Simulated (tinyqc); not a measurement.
Inside a calculation. Model: threshold-voltage variability of a planar MOSFET, analytic estimates.

tinyqc, about 0.01 s, one thread, Intel Xeon 2.30GHz (shared host): `OMP_NUM_THREADS=1 python tinyqc.py 2090080 2090081 out.jsonl` Printed values are rounded.

Three independent sources add in quadrature: random dopants in the depleted layer, metal-gate grains of two orientations, and roughness of the two gate edges acting through the roll-off VT = VT(long) - Vr exp(-L/l). These are first-order estimates: no three-dimensional electrostatics, no percolation.

Values chosen for this exercise; material values close to those of silicon: temperature T = 350 K; band gap Eg = 1.11 eV; relative permittivity of the semiconductor eps_r = 11.5; conduction-band density of states at T Nc = 3.59e19 cm^-3; valence-band density of states at T Nv = 3.39e19 cm^-3; channel doping Na = 2.8e18 cm^-3; oxide-equivalent thickness in inversion ti = 1.8 nm; gate length L = 32 nm; gate width W = 71 nm; metal grain size G = 5 nm; work-function difference of the two grain orientations dW = 0.1 eV; share of the orientation of higher work function p = 0.5; rms roughness of one gate edge De = 1.2 nm; correlation length of the roughness La = 10 nm; decay length of the threshold roll-off l = 5.4 nm; prefactor of the roll-off Vr = 1.4 V; subthreshold factor n = 1.21; gm/I of a matched pair gI = 20 1/V; spread of the gain factor of one device sb = 2.2 %; number of cells Nb = 268435456; wanted yield Y = 0.999.

Constants: q = 1.602176634e-19 C, kB = 1.380649e-23 J/K, Vt = kB T/q, eps0 = 8.8541878128e-14 F/cm where lengths are in cm. Results are converted to the units shown.

Range of the model: gI s exceeds 0.2, so the linear formula for the current mismatch is only a rough guide.

## Random dopants

ni = sqrt(Nc Nv) exp(-Eg/(2 Vt)), Eg in volts; Cox = 3.9 eps0/ti; Wd = sqrt(4 eps0 eps_r Vt ln(Na/ni)/(q Na)); dopants: s1 = (q/Cox) sqrt(Na Wd/(3 L W)). The slope A1 = s1 sqrt(L W); mean number of dopants Na L W Wd.

Cox = 1.91841 uF/cm^2
Wd = 20.8522 nm
mean number of dopants = 132.653
A1 = 1.16510 mV um
s1 = 24.4433 mV

Counting alone, 1/sqrt(N) of the depletion voltage q Na Wd/Cox = 488 mV, would give sqrt(3) times more: dopants deep in the layer act less on the surface.

## Metal grains and edge roughness

Grains: Ng = L W/G^2 (at least 1), s2 = dW sqrt(p (1 - p)/Ng). Edges, with exponential correlation and u = W/La: the mean gate length has sL^2 = 2 De^2 (2/u)[1 - (1 - exp(-u))/u]; s3 = sL (Vr/l) exp(-L/l).

Ng = 90.88
s2 = 5.24488 mV
sL = 0.834924 nm
dVT/dL = 0.692050 mV/nm
s3 = 0.577809 mV

## Total spread, mismatch and leakage

s = sqrt(s1^2 + s2^2 + s3^2). For a pair: s(dVT) = sqrt(2) s; current mismatch sqrt(2) sqrt((gI s)^2 + sb^2); input offset = current mismatch/gI. For a Gaussian VT the off current is log-normal with mean/median = exp(s^2/(2 (n Vt)^2)).

s = 25.0063 mV
s(dVT) = 35.3643 mV
current mismatch = 70.7970 %
input offset = 35.3985 mV
mean/median of Ioff = 1.26460

The dopants give 95.5 % of the variance; without them s would be 5.28 mV. A current mismatch this large is beyond the linear estimate.

## Iteration 1: margin in standard deviations for the wanted yield

k at the start = 3

Cells fail independently with probability Q(k) = erfc(k/sqrt(2))/2 when the margin is k standard deviations, and Y = exp(-Nb Q(k)). phi = exp(-k^2/2)/sqrt(2 pi). Newton steps on ln Q(k) = ln(-ln(Y)/Nb): k(new) = k + [ln Q - ln(-ln(Y)/Nb)] Q/phi.

Q(k) = 0.00134990
phi = 0.00443185
k after iteration 1 = 9.00276

## Iteration 2: margin in standard deviations for the wanted yield

As before.

Q(k) = 1.10058e-19
phi = 1.00276e-18
k after iteration 2 = 7.09985

## Course of the iteration: margin in standard deviations for the wanted yield

Stop when k changes by less than 1e-9, or after 30 iterations.

Course of the iteration:
```
iteration,k,|change|
1,9.00276,6.00
2,7.09985,1.90
3,6.85294,0.247
4,6.84866,4.28e-3
5,6.84866,1.29e-6
6,6.84866,< 1e-12
```

Converged in 6 iterations. At the end the number of correct digits about doubles with each step. With s(dVT) = 35.4 mV, 6.85 standard deviations are 242 mV.
